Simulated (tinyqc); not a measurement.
# Diffused layer (complementary error function), carriers, mobility and sheet resistance with incomplete ionisation: two studies

An n-type layer from the surface x = 0 to the junction xj, N(x) = N0 erfc(x/Ld). Local neutrality (no depletion at surface or junction, no spilling of carriers), intrinsic carriers neglected, Boltzmann statistics.

Values chosen for this exercise; values close to those of nitrogen in 4H silicon carbide over a p-type background: temperature T = 300 K; background doping of the opposite type Nb = 1.4e14 cm^-3; peak chemical concentration N0 = 7.7e17 cm^-3; mobility limit at high doping m1 = 38.5 cm^2/(V s); mobility limit at low doping, at 300 K m2 = 941 cm^2/(V s); reference doping of the mobility law Nr = 1.95e17 cm^-3; exponent of the mobility law am = 0.627; temperature exponent of m2 bt = 1.9; solubility limit of active dopant Ns = 5.2e19 cm^-3; conduction-band density of states at T NB = 1.7e19 cm^-3; ionisation energy in the dilute limit Ei = 0.0595 eV; degeneracy factor of the level gd = 2; lowering of Ei per N^(1/3) ks = 0 eV cm; diffusion length 2 sqrt(D t) Ld = 91 nm.

Constants: q = 1.602176634e-19 C, kB = 1.380649e-23 J/K, Vt = kB T/q. Results are converted to the units shown.

Each table varies one quantity; the others keep the values above.

## Effect of the peak chemical concentration

erfc(xj/Ld) = Nb/N0. Active dopant A = min(N, Ns); n solves n (n + Nb)/(A - Nb - n) = K, K = (NB/gd) exp(-E/Vt), E = max(Ei - ks A^(1/3), 0), so n = 2 K (A - Nb)/[Nb + K + sqrt((Nb + K)^2 + 4 K (A - Nb))]; mobility mu = m1 + (m2 (T/300 K)^(-bt) - m1)/(1 + ((A + Nb)/Nr)^am). Dose = integral of N, carrier sheet density = integral of n, 1/Rs = q integral of n mu, mean mobility 1/(q Rs sheet density), Hall mobility (unit Hall factor) = integral of n mu^2 over integral of n mu, Hall sheet density = (integral of n mu)^2/integral of n mu^2; all from 0 to xj. Integrals on 4000 steps.

Effect of the peak chemical concentration:
```
N0 (cm^-3),xj (nm),dose (cm^-2),carriers (cm^-2),Rs (ohm/square),mean mobility (cm^2/(V s)),Rs xj (ohm nm),Hall/true sheet density
1.4e15,105.8,6.811e9,5.324e9,1.291e6,908.4,1.366e8,0.9999
3.7e15,133.6,1.867e10,1.675e10,4.196e5,888.0,5.606e7,0.9998
9.5e15,156.9,4.848e10,4.598e10,1.590e5,853.8,2.495e7,0.9992
2.5e16,178.3,1.281e11,1.235e11,6.341e4,797.1,1.130e7,0.9973
6.5e16,197.4,3.335e11,3.172e11,2.755e4,714.0,5.440e6,0.9922
1.7e17,215.2,8.726e11,7.888e11,1.308e4,604.9,2.815e6,0.9801
4.4e17,231.7,2.259e12,1.836e12,7026,483.8,1.628e6,0.9561
1.2e18,247.9,6.161e12,4.141e12,4170,361.5,1.034e6,0.9127
3e18,262.0,1.540e13,8.105e12,2877,267.7,7.537e5,0.8574
```

As N0 goes from 1.4e15 to 3e18, xj rises from 106 to 262 nm, Rs falls from 1.29e6 to 2880 ohm/square, the mean mobility falls from 908 to 268 cm^2/(V s) and the share of the dose that conducts goes from 78.2 through a maximum of 96.4 (at N0 = 2.5e16 among the rows listed) to 52.6 %. Rs goes as dose^(-1.11) at the low end and dose^(-0.41) at the high end; constant mobility and activation would give -1.

## Effect of the ionisation energy in the dilute limit

Same model as above.

erfc(xj/Ld) = Nb/N0. Integrals on 4000 steps.

The same in every row: xj (nm) = 240.9; dose (cm^-2) = 3.953e12.

Effect of the ionisation energy in the dilute limit:
```
Ei (eV),carriers (cm^-2),Rs (ohm/square),mean mobility (cm^2/(V s)),Rs xj (ohm nm),Hall/true sheet density
0.01,3.688e12,4182,404.7,1.007e6,0.9384
0.05,3.120e12,4864,411.3,1.172e6,0.9355
0.09,2.192e12,6730,423.1,1.621e6,0.9295
0.13,1.298e12,1.101e4,436.7,2.652e6,0.9217
0.17,6.862e11,2.029e4,448.4,4.886e6,0.9144
0.21,3.397e11,4.026e4,456.4,9.697e6,0.9091
0.25,1.618e11,8.368e4,460.9,2.015e7,0.9060
0.29,7.524e10,1.795e5,462.0,4.324e7,0.9052
```

Read the table: what changes, and by how much?

As Ei goes from 0.01 to 0.29, xj stays at 241 nm, Rs rises from 4180 to 1.80e5 ohm/square, the mean mobility rises from 405 to 462 cm^2/(V s) and the share of the dose that conducts falls from 93.3 to 1.90 %.

tinyqc, about 0.01 s, one thread, Intel Xeon 2.30GHz (shared host): `OMP_NUM_THREADS=1 python tinyqc.py 2110097 2110098 out.jsonl`
